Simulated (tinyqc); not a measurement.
Worked calculation: finite-difference solution of the diffusion equation on a small grid. Computed by tinyqc, a small Python program that keeps every step. Command: `OMP_NUM_THREADS=1 python tinyqc.py 3003443 3003444 out.jsonl fdiff walk`. One thread of a shared host (Intel(R) Xeon(R) Processor @ 2.30GHz), about 0.01 s of CPU time with the checks. Intermediate numbers are printed to about 5 digits and carried at full precision; extremes and crossings named in words are read from the listed rows.

dC/dt = D d2C/dx2 on nodes x_j = j dx, j = 0..9; the far end is sealed.

Inputs (values chosen for the exercise):
```
quantity          value    unit
diffusivity D     0.054  nm^2/s
grid spacing dx      10      nm
time step dt       1400       s
final time t_f    28000       s
loss velocity h  0.0054    nm/s
```

Boundary at x = 0: surface loss. Scheme: Crank-Nicolson.

start values C_j, j = 0, 1, ... (% of a reference): 14.7  74  100  63.2  29.5  2.84  0  0  0  0

## Mesh ratio and operator

The operator M acts as (M C)_j = C_(j-1) - 2 C_j + C_(j+1); at the sealed far end a mirror node gives 2 C_(N-2) - 2 C_(N-1); at j = 0, the outward flux h C_0 gives 2 C_1 - (2 + 2 h dx/D) C_0. r = D dt/dx^2.

mesh ratio r = 0.756

operator M:
```
    0   1   2   3   4   5   6   7
0  -4   2   0   0   0   0   0   0
1   1  -2   1   0   0   0   0   0
2   0   1  -2   1   0   0   0   0
3   0   0   1  -2   1   0   0   0
4   0   0   0   1  -2   1   0   0
5   0   0   0   0   1  -2   1   0
6   0   0   0   0   0   1  -2   1
7   0   0   0   0   0   0   1  -2
8   0   0   0   0   0   0   0   1
9   0   0   0   0   0   0   0   0

    8   9
0   0   0
1   0   0
2   0   0
3   0   0
4   0   0
5   0   0
6   0   0
7   1   0
8  -2   1
9   2  -2
```

## Amplification factors

The mode of M with eigenvalue mu has its amplitude multiplied per step by g = (1 + (1 - theta) r mu)/(1 - theta r mu), with theta = 0 explicit, 1 implicit, 1/2 Crank-Nicolson; the explicit scheme is stable for r up to 2/|mu_min|.

eigenvalues mu of M: -4.8284  -3.9617  -3.6737  -3.1658  -2.5214  -1.8261  -1.1644  -0.6114  -0.2222  -0.0247

factors g: -0.29207  -0.19921  -0.16272  -0.08954  0.02402  0.18324  0.38874  0.62455  0.84503  0.98151

largest stable r of the explicit scheme = 0.41421

The smallest factor is -0.292: the shortest waves flip sign at each step while they decay.

## Time step 1

C at the start (%): 14.70  74.00  100.00  63.20  29.50  2.84  0.00  0.00  0.00  0.00

With r = D dt/dx^2: (1 - theta r M) C(new) = (1 + (1 - theta) r M) C(old); theta = 0 explicit, 1 implicit, 1/2 Crank-Nicolson.

C after step 1 (%): 36.608  57.593  68.475  58.757  34.186  14.972  4.031  0.914  0.217  0.093

## Time step 2

The formulas are those given above.

C after step 2 (%): 24.261  47.813  55.596  49.905  35.649  19.908  8.953  3.196  1.056  0.561

## All steps

The run takes n = round(t_f/dt) steps of length t_f/n. The dose is the trapezoidal sum of C dx; the error is the largest difference from exp(M D t/dx^2) C(0), the exact time evolution on the same grid.

Course of the run:
```
step  t (s)     C_1     C_5  dose (% nm)  largest error
1      1400  57.593  14.972       2575.0     6.2833e+00
2      2800  47.813  19.908       2344.9     1.1431e+00
3      4200  38.357  22.387       2173.8     3.1255e-01
4      5600  31.981  23.235       2030.6     2.0399e-01
5      7000  26.978  23.301       1912.7     1.7007e-01
6      8400  23.176  22.926       1812.6     1.2461e-01
7      9800  20.164  22.327       1726.7     1.0321e-01
...     ...     ...     ...          ...            ...
14    19600   9.901  17.672       1342.7     2.9966e-02
15    21000   9.197  17.149       1305.6     2.6186e-02
16    22400   8.591  16.664       1271.2     2.2976e-02
17    23800   8.065  16.211       1239.1     2.0216e-02
18    25200   7.607  15.789       1208.8     1.7819e-02
19    26600   7.206  15.392       1180.3     1.5720e-02
20    28000   6.853  15.018       1153.3     1.3874e-02
```

C at the end (%): 3.483  6.853  9.785  12.142  13.873  15.018  15.683  16.010  16.139  16.170

largest error at t_f = 0.013874 %

final dose = 1153.3 % nm

final C_5 = 15.018 %

The time-step error at the end is 0.014 on a scale of 16.2. The dose falls through the surface.

## The three schemes as the step is halved

Each run reaches t_f in n equal steps; errors are the largest difference from exp(M D t_f/dx^2) C(0). A dash marks unstable explicit runs.

Largest error at t_f (%):
```
steps n       r  explicit  implicit  Crank-Nicolson
4        3.7800         -    2.8986      8.7066e+00
8        1.8900         -    1.3769      4.6805e-01
16       0.9450         -    0.6661      2.1666e-02
32       0.4725         -    0.3269      5.4231e-03
64       0.2362   0.15845    0.1618      1.3562e-03
128      0.1181   0.07966    0.0805      3.3908e-04
256      0.0591   0.03994    0.0402      8.4771e-05
```

From the last two rows, halving the step divides the error by 1.99 (explicit), 2.01 (implicit), 4.00 (Crank-Nicolson): a factor 2 marks first order in dt and 4 second order. The explicit scheme needs n of at least 37 to be stable; the other two are stable at any step.

Checks made by the program: matrix exponential against 4096 Crank-Nicolson steps (relative difference 2e-08).
